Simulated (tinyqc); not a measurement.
Comparisons within one model: Landau levels with Rashba coupling. A value that a table varies takes the place of the one given here.

H = (p + eA)^2/2m + aR (sx ky - sy kx) + gs muB B sz/2. With d = 1/2 - gs m/4: E_0 = d hbar wc, and E(N, +/-) = hbar wc [N +/- sqrt(d^2 + 2 N aR^2/(l hbar wc)^2)] for N >= 1.

In a field B along z: l = 1/sqrt((e/hbar) B) is the magnetic length, n_B = B/(h/e) the number of states per area in one level, hbar wc = 2 muB B/m for mass m in m0; 1/angstrom^2 = 1e16/cm^2.

Each listed level takes n_B electrons. At zero temperature and without broadening EF sits in the partly filled level.

Constants: e/hbar = 1.519267448e-05 1/(T angstrom^2); h/e = 413566.7697 T angstrom^2; muB = 5.788381798e-05 eV/T.

Values chosen for the exercise (near those of an asymmetric InSb well; the results hold for these values, not for the real material):
```
symbol  value                     unit         meaning
m       0.0175                    m0           mass
gs      -27.5                                  g factor
aR      0.36                      eV angstrom  Rashba constant
Bs      (2, 4, 6, 8, 10, 12, 15)  T            fields
B       1.6                       T            magnetic field
n       2.6                       x 1e11/cm^2  electron sheet density
```

## The fan of levels

The four lowest levels against B, with their labels in order.

Levels (meV):
```
B (T)  first  second   third  fourth       order
2.00    4.56    8.21   17.34   21.90  1- 0 2- 1+
4.00    9.57   16.41   35.58   43.35  1- 0 2- 1+
6.00   14.60   24.62   53.82   64.79  1- 0 2- 1+
8.00   19.62   32.83   72.07   86.23  1- 0 2- 1+
10.0   24.64   41.04   90.32  107.67  1- 0 2- 1+
12.0   29.66   49.24  108.57  129.10  1- 0 2- 1+
15.0   37.20   61.55  135.95  161.26  1- 0 2- 1+
```

What can be read from the table?

The fourth level grows as B^0.98 over the first two rows and B^1.00 over the last two (1 for a parabolic band without a fixed offset such as a valley splitting, 1/2 for massless Dirac electrons). The order of the levels does not change. The term 2 aR^2/(l hbar wc)^2 falls as 1/B, from 0.045 to 0.006, against d^2 = 0.385.

## What each parameter does

The second and third levels from below, nu = n/n_B, and EF. Each row changes one parameter from the base and keeps the others.

Results:
```
case                    second level (meV)  third level (meV)    nu  EF (meV)
base                                  6.57              13.71  6.72     34.07
B = 1.92 T                            7.88              16.62  5.60     34.19
m = 0.0149 m0                         7.49              16.57  6.72     40.71
gs = -33                              6.82              13.48  6.72     33.87
aR = 0.432 eV angstrom                6.57              13.34  6.72     33.43
n = 2.21 x 1e11/cm^2                  6.57              13.71  5.71     28.63
```

What can be read from the table?

The largest shifts from the base row, up to three for each result and ties (the steps differ in size, so this ranks the rows, not the parameters). second level (meV): B +1.31, m +0.92, gs +0.25; unchanged at the printed digits by aR and n. third level (meV): B +2.91, m +2.87, aR -0.36; unchanged at the printed digits by n. nu: B -1.12, n -1.01; unchanged at the printed digits by m, gs and aR. EF (meV): m +6.64, n -5.44, aR -0.65.

(tinyqc, `OMP_NUM_THREADS=1 python tinyqc.py 1282346 1282347 out.jsonl`, Intel(R) Xeon(R) Processor @ 2.30GHz, 1 thread, shared host, about 0.02 s.)
